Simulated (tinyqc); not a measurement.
Dopant redistribution at a moving silicon-oxide interface during parabolic oxidation. Changing the speed of oxidation. Computed by tinyqc, a small Python program. Command: `OMP_NUM_THREADS=1 python tinyqc.py 3012582 3012583 out.jsonl segox sweep`. One thread of a shared host (Intel(R) Xeon(R) Processor @ 2.30GHz), about 0.01 s of CPU time with the checks.

Uniformly doped silicon is oxidised with x_ox = sqrt(B t); the interface advances into the silicon by alpha x_ox, alpha = 0.44. The dopant does not move in the oxide, and at the interface C(silicon) = m C(oxide).

Inputs (values chosen for the exercise, modelled on boron in silicon under dry oxygen):
```
quantity                                           value    unit
dopant prefactor D0                                0.992  cm^2/s
dopant activation energy E                          3.51      eV
oxidation activation energy E_B                     1.22      eV
segregation coefficient m = C(silicon)/C(oxide)     0.12       -
bulk doping C_B                                  6.5e+17  1/cm^3
temperature T                                        975       C
time t                                               4.3       h
```

Constants: k_B = 8.617333262e-05 eV/K.

Method:
- D = D0 exp(-E/(k_B T)), converted with 1 cm^2/s = 3.6e11 um^2/h; B = B0 exp(-E_B/(k_B T)); s = alpha sqrt(B/(4 D)), the interface advance over 2 sqrt(D t).
- Temperatures in kelvin are T(C) + 273.15.
- With the dopant diffusivity D and s = alpha x_ox/(2 sqrt(D t)), in the silicon C = C_B + (C_s - C_B) erfc(y/(2 sqrt(D t)))/erfc(s), y from the original surface. Dopant balance at the interface gives C_s/C_B = 1/[1 + (1/(m alpha) - 1) g], g = sqrt(pi) s exp(s^2) erfc(s).
- Consumed silicon held alpha x_ox C_B; the oxide holds x_ox times the dopant concentration in the oxide; the difference is the excess in the silicon; 1 um = 1e-4 cm.

One run for each value:
```
oxidation prefactor B0 (um^2/h)  ratio C_s/C_B       s  excess in the silicon (1/cm^2)
27                                     0.29951  0.0803                     -4.9578e+12
63                                     0.22646  0.1227                     -5.3305e+12
150                                    0.16882  0.1894                     -5.4951e+12
340                                    0.12897  0.2851                     -5.4317e+12
810                                    0.09936  0.4401                     -5.1250e+12
1900                                   0.08004  0.6740                     -4.5921e+12
4400                                   0.06794  1.0257                     -3.8831e+12
10000                                  0.06080  1.5463                     -3.0945e+12
24000                                  0.05659  2.3955                     -2.2721e+12
```

Over the rows, ratio C_s/C_B falls from 0.300 to 0.0566 (exponent d ln y / d ln x -0.33 between the first rows and -0.082 between the last); s rises from 0.0803 to 2.40 (exponent d ln y / d ln x about 0.50 throughout); excess in the silicon (1/cm^2) goes from -4.96e12 through a minimum among these rows, -5.50e12 at 150, to -2.27e12. The exponent of s stays at 0.50: s scales as sqrt(B/D). The last row stands at 107 % of the limit m alpha = 0.053.

Caution (rows 27.0, 63.0, 150, 340, 810, 1900): in this case the oxide is not much thicker than a typical Deal-Grove length A, so real growth is slower than parabolic. Caution (all rows): parabolic growth needs an oxide much thicker than the Deal-Grove length A, which fails for thin films and low temperatures; oxidation-enhanced or retarded diffusion is ignored.

Extremes, crossings and ranges named in words are read from the listed rows.
